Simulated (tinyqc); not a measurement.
What each parameter does: polar nitride quantum well with polarisation fields.

Growth along [0001]. e_par = (a_sub - a)/a, Ppz = 2 e_par (e31 - e33 C13/C33), P = Psp + Ppz in each layer; strain relaxation and the strain shift of the gaps are left out, although thick layers with more than about 1 % mismatch would relax.

In a periodic stack without free charge the potential drop over a period vanishes: F_w = (P_b - P_w) Lb/(eps0 (eps_w Lb + eps_b Lw)), F_b = -F_w Lw/Lb, eps0 = 8.8541878e-12 F/m; 1 MV/cm = 1e8 V/m = 0.01 V/angstrom.

Envelope functions on cells of 0.25 angstrom over barrier, well, barrier (widths Lb, Lw, Lb), psi = 0 beyond, psi'/m continuous (mean mass between points), c = hbar^2/2m0. With u(z) the integral of e F (F_w in the well, F_b = -F_w Lw/Lb in the barriers, 1 MV/cm = 0.01 V/angstrom), zero at the centre of the well, the electron sees u plus Vc in the barriers and the hole -u plus Vv. The transition is Eg + E_e + E_h; excitons are left out.

Constants: hbar^2/2m0 = 3.80998211 eV angstrom^2; hc = 1239.841984 eV nm.

Parameters, chosen for this exercise (near those of a GaN well in AlGaN; not measured data): a_w = 3.189 angstrom (lattice constant a, well); a_b = 3.168 angstrom (lattice constant a, barrier); a_sub = 3.168 angstrom (in-plane lattice constant of the stack); Psp_w = -0.0351 C/m^2 (spontaneous polarisation); Psp_b = -0.0442 C/m^2 (spontaneous polarisation); e31_w = -0.335 C/m^2; e31_b = -0.4 C/m^2; e33_w = 0.674 C/m^2; e33_b = 0.85 C/m^2; C_w = 0.266 (C13/C33); C_b = 0.279 (C13/C33); eps_w = 10.2 (dielectric constant); eps_b = 10.4 (dielectric constant); Lw = 28 angstrom (well width); Lb = 45 angstrom (barrier width); Eg = 3.44 eV (gap of the well); Vc = 0.406 eV (conduction offset); Vv = 0.191 eV (valence offset); me = 0.2 m0 (electron, well); meb = 0.232 m0 (electron, barrier); mh = 1.36 m0 (hole, everywhere).

Polarisation, field, levels and overlap anew.

One parameter was then changed.

Results before and after:

| case | F_w (MV/cm) | E (eV) | overlap^2 | red shift (meV) |
|---|---|---|---|---|
| base | -1.075 | 3.4847 | 0.36 | 77 |
| changed | -1.075 | 3.4965 | 0.41 | 72 |

Which of these changes was made? (a) Lb = 30 angstrom; (b) mh = 0.95 m0; (c) a_sub = 3.178 angstrom; (d) Lw = 33 angstrom; (e) Vc = 0.345 eV; (f) Psp_b = -0.0486 C/m^2; (g) e33_w = 0.741 C/m^2; (h) eps_w = 11.2.

Answer: (b) mh = 0.95 m0. Of the candidates, run in turn, only this one gives the changed row.

All candidates:

| case | F_w (MV/cm) | E (eV) | overlap^2 | red shift (meV) |
|---|---|---|---|---|
| base | -1.075 | 3.4847 | 0.36 | 77 |
| Lw = 33 angstrom | -1.006 | 3.4390 | 0.23 | 99 |
| Lb = 30 angstrom | -0.901 | 3.5064 | 0.45 | 56 |
| a_sub = 3.178 angstrom | -1.129 | 3.4781 | 0.33 | 84 |
| Psp_b = -0.0486 C/m^2 | -1.373 | 3.4462 | 0.24 | 116 |
| e33_w = 0.741 C/m^2 | -1.091 | 3.4828 | 0.35 | 79 |
| eps_w = 11.2 | -1.015 | 3.4920 | 0.38 | 70 |
| mh = 0.95 m0 | -1.075 | 3.4965 | 0.41 | 72 |
| Vc = 0.345 eV | -1.075 | 3.4764 | 0.34 | 80 |

tinyqc: `OMP_NUM_THREADS=1 python tinyqc.py 1282371 1282372 out.jsonl`; about 0.08 s, one thread, shared Intel(R) Xeon(R) Processor @ 2.30GHz.
